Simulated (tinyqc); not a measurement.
Input admittance of a MOSFET at zero drain bias: distributed channel and distributed gate: one step of the calculation.

Source and drain grounded, strong inversion, w = 2 pi f, Cox = eps0 eox/tox. The channel is an RC line of resistance 1/(mu Cox Vo) per square fed from both ends, so one finger has the intrinsic admittance y = i w Cox L tanh(g)/g per width, g = (1/2) sqrt(i w tau), tau = L^2/(mu Vo). The vertical resistance rv/L is in series with y, the overlaps 2 i w Cov in parallel: y_t = 1/(1/y + rv/L) + 2 i w Cov. The gate strip is a line of Rsh/L per length loaded by y_t, so a finger has Y = y_t Wf tanh(k)/k, k = (Wf/sd) sqrt(y_t Rsh/L); the device has Nf Y.

Question. Admittance of the channel and stack per width. tau, g, c = Cox L, y and y_t as defined.

Inputs (values chosen for the exercise); values of the order met in silicon radio-frequency transistors: relative permittivity of the gate insulator (close to hafnium oxide) eox = 22.2; insulator thickness tox = 18 nm; channel length L = 0.94 um; channel mobility mu = 380 cm^2/(V s); gate overdrive Vo = 0.44 V; vertical resistivity of the gate stack rv = 0 ohm um^2; overlap and fringe capacitance on each side Cov = 0.31 fF/um; frequency f = 2.2 GHz.

Constants: eps0 = 8.8541878128e-14 F/cm where lengths are in cm. Results are converted to the units shown.

Give: tau; g; c; y; y_t.

Answer.

tau = 52.847 ps
g = 0.30218+0.30218i
c = 10.265 fF/um
y = 8.59+141.26i uS/um
y_t = 8.59+149.84i uS/um

w tau = 0.731, and Im y is 0.996 of w c.

Numbers from tinyqc (`OMP_NUM_THREADS=1 python tinyqc.py 2262164 2262165 out.jsonl`; about 0.01 s on one thread of a shared Intel Xeon 2.30GHz).
